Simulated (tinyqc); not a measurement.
Six-band Luttinger-Kohn model with strain: one step. Band edges at k = 0. Three cases, with inputs chosen for the exercise.

Question. Diagonalise H at k = 0. The weights add +m and -m (m along z) and are averaged over each pair.

Six-band Luttinger-Kohn model in the basis |3/2,3/2>, |3/2,1/2>, |3/2,-1/2>, |3/2,-3/2>, |1/2,1/2>, |1/2,-1/2>, electron energies, zero at the top of the unstrained valence band. H = -[rows: (P+Q, -S, R, 0, -S/r2, r2 R); (-S*, P-Q, 0, R, -r2 Q, r32 S); (R*, 0, P-Q, S, r32 S*, r2 Q); (0, R*, S*, P+Q, -r2 R*, -S*/r2); (-S*/r2, -r2 Q, r32 S, -r2 R, P+Dso, 0); (r2 R*, r32 S*, r2 Q, -S/r2, 0, P+Dso)], r2 = sqrt(2), r32 = sqrt(3/2). Levels are twofold.

P = c g1 k^2 - av tr(e); Q = c g2 (kx^2 + ky^2 - 2 kz^2) - (b/2)(exx + eyy - 2 ezz); R = c sqrt3 [-g2 (kx^2 - ky^2) + 2i g3 kx ky] + (sqrt3/2) b (exx - eyy) - i d exy; S = 2 c sqrt3 g3 (kx - i ky) kz - d (exz - i eyz); c = hbar^2/2m0, e the strain tensor (not engineering shear).

Constants: hbar^2/2m0 = 3.80998211 eV angstrom^2.

Case 1.

Values chosen (near those of Si; shifted at random, so the results belong to these values and not to a real crystal): Dso = 0.044 eV (spin-orbit splitting); g1 = 4.28 (Luttinger gamma1); g2 = 0.34 (gamma2); g3 = 1.45 (gamma3); av = 2.44 eV (valence hydrostatic potential); b = -2.12 eV (tetragonal shear potential); d = -4.83 eV (trigonal shear potential).

strain tensor:
```
             x            y           z
x  -0.00388931  -0.00443038  0.00000000
y  -0.00443038  -0.00388931  0.00000000
z   0.00000000   0.00000000  0.00300046
```

Case 2.

Values chosen (near those of GaAs; shifted at random, so the results belong to these values and not to a real crystal): Dso = 0.345 eV (spin-orbit splitting); g1 = 6.97 (Luttinger gamma1); g2 = 2.05 (gamma2); g3 = 2.92 (gamma3); av = 1.17 eV (valence hydrostatic potential); b = -1.99 eV (tetragonal shear potential); d = -4.93 eV (trigonal shear potential).

strain tensor:
```
             x            y           z
x  -0.00442147  -0.00482234  0.00000000
y  -0.00482234  -0.00442147  0.00000000
z   0.00000000   0.00000000  0.00397323
```

Case 3.

Values chosen (near those of Ge; shifted at random, so the results belong to these values and not to a real crystal): Dso = 0.303 eV (spin-orbit splitting); g1 = 13.51 (Luttinger gamma1); g2 = 4.22 (gamma2); g3 = 5.66 (gamma3); av = 1.22 eV (valence hydrostatic potential); b = -2.54 eV (tetragonal shear potential); d = -5.14 eV (trigonal shear potential).

strain tensor:
```
            x           y            z
x  0.00412922  0.00455975   0.00000000
y  0.00455975  0.00412922   0.00000000
z  0.00000000  0.00000000  -0.00309370
```

Give: edges from the top; weights at k = 0.

Answer.

Case 1.

edges from the top (eV): 0.0298  -0.0372  -0.0716

weights at k = 0:
```
               top  second  third
|3/2,+-3/2>  0.643   0.273  0.085
|3/2,+-1/2>  0.203   0.719  0.078
|1/2,+-1/2>  0.154   0.009  0.837
```

The stress splits the top two pairs by 67.0 meV, 2.59 times kT at 300 K (25.85 meV); the third lies 101.4 meV below the top, against Dso = 44 meV without stress.

Case 2.

edges from the top (eV): 0.0277  -0.0347  -0.3552

weights at k = 0:
```
               top  second  third
|3/2,+-3/2>  0.771   0.222  0.008
|3/2,+-1/2>  0.218   0.778  0.004
|1/2,+-1/2>  0.011   0.000  0.988
```

The stress splits the top two pairs by 62.4 meV, 2.41 times kT at 300 K (25.85 meV); the third lies 382.9 meV below the top, against Dso = 345 meV without stress.

Case 3.

edges from the top (eV): 0.0363  -0.0174  -0.3030

weights at k = 0:
```
               top  second  third
|3/2,+-3/2>  0.176   0.809  0.014
|3/2,+-1/2>  0.823   0.170  0.008
|1/2,+-1/2>  0.001   0.021  0.978
```

The stress splits the top two pairs by 53.7 meV, 2.08 times kT at 300 K (25.85 meV); the third lies 339.3 meV below the top, against Dso = 303 meV without stress.

Computed by tinyqc, one run a case: `OMP_NUM_THREADS=1 python tinyqc.py N N+1 out.jsonl` with N = 1050465, 1050528, 1050648; one thread of a shared Intel(R) Xeon(R) Processor @ 2.30GHz, about 0.3 s a run at most.
